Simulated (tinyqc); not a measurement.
# Carrier lifetime of an n-type layer with SRH, radiative, Auger and surface recombination, step by step

Computed by the program tinyqc: `OMP_NUM_THREADS=1 python tinyqc.py 2300048 2300049 out.jsonl`, one thread of a shared Intel Xeon 2.30GHz, about 0.01 s for the whole run. Printed values are rounded.

Uniform excess density dn = dp (no trapping), n = n0 + dn, p = p0 + dn, Boltzmann statistics, full ionisation. Surfaces enter as a rate 2 S dn/d, which holds while diffusion to them is fast.

Inputs (values chosen for the exercise); band and dielectric values close to those of cadmium telluride: temperature T = 300 K; band gap Eg = 1.51 eV; conduction-band density of states at T Nc = 7.93e17 cm^-3; valence-band density of states at T Nv = 1.77e19 cm^-3; radiative coefficient B = 2.01e-10 cm^3/s; donor density N = 7e15 cm^-3; Auger coefficient (two electrons) Cn = 1.9e-30 cm^6/s; Auger coefficient (two holes) Cp = 6.5e-31 cm^6/s; trap density Nt = 4.8e11 cm^-3; capture cross-section for electrons sn = 8e-17 cm^2; capture cross-section for holes sp = 1e-16 cm^2; thermal velocity (both carriers) vth = 2e7 cm/s; trap level below the conduction band Et = 1.07 eV; surface recombination velocity (both faces) S = 0 cm/s; sample thickness d = 2 um; generation rate G = 1.3e23 cm^-3 s^-1.

Constants: q = 1.602176634e-19 C, kB = 1.380649e-23 J/K, Vt = kB T/q. Results are converted to the units shown.

## Equilibrium densities and SRH constants

ni = sqrt(Nc Nv) exp(-Eg/(2 Vt)), Eg in volts; majority density N/2 + sqrt(N^2/4 + ni^2), n0 p0 = ni^2; n1 = Nc exp(-Et/Vt), p1 = Nv exp((Et - Eg)/Vt); tn0 = 1/(sn vth Nt), tp0 = 1/(sp vth Nt).

ni = 7.76572e5 cm^-3
n0 = 7e15 cm^-3
p0 = 8.61519e-5 cm^-3
n1 = 0.839584 cm^-3
p1 = 7.18288e11 cm^-3
tn0 = 0.00130208 s
tp0 = 0.00104167 s

## Starting value

dn = 9e16 cm^-3.

dn at the start = 9e16 cm^-3

## Iteration 1: new dn

With e = n p - ni^2 = dn (n0 + p0 + dn): U_SRH = e/(tp0 (n + n1) + tn0 (p + p1)), U_rad = B e, U_Aug = (Cn n + Cp p) e, U_s = 2 S dn/d. Newton step on ln U(ln dn) = ln G, U the sum: k = d ln U/d ln dn (central difference over factors 1.0001), dn(new) = dn (G/U)^(1/k).

U_SRH = 4.00036e19 cm^-3 s^-1
U_rad = 1.75473e24 cm^-3 s^-1
U_Aug = 2.11964e21 cm^-3 s^-1
U_s = 0 cm^-3 s^-1
k = 1.92895
dn after iteration 1 = 2.33355e16 cm^-3

## Iteration 2: new dn

As before.

U_SRH = 1.14204e19 cm^-3 s^-1
U_rad = 1.42287e23 cm^-3 s^-1
U_Aug = 5.15387e19 cm^-3 s^-1
U_s = 0 cm^-3 s^-1
k = 1.76947
dn after iteration 2 = 2.21689e16 cm^-3

## Course of the iteration

Stop when the step is below 1e-10 of the value, or after 40 iterations.

Course of the iteration:
```
iteration,dn before the step (cm^-3),step (cm^-3)
1,9e16,-6.67e16
2,2.33355e16,-1.17e15
3,2.21689e16,-2.97e12
4,2.21659e16,-2.07e7
5,2.21659e16,0
```

Converged in 5 iterations.

## Lifetime, shares and quasi-Fermi splitting

converged dn = 2.21659e16 cm^-3

With e = n p - ni^2 = dn (n0 + p0 + dn): U_SRH = e/(tp0 (n + n1) + tn0 (p + p1)), U_rad = B e, U_Aug = (Cn n + Cp p) e, U_s = 2 S dn/d. tau = dn/U, shares of U, splitting Vt ln(n p/ni^2), radiative efficiency U_rad/U.

tau = 1.70507e-7 s
shares (%): SRH 0.0084, radiative 99.9569, Auger 0.0347, surface 0.0000
quasi-Fermi splitting = 1.25185 V

Radiative recombination takes the largest share. dn is 3.2 times the doping: intermediate injection.
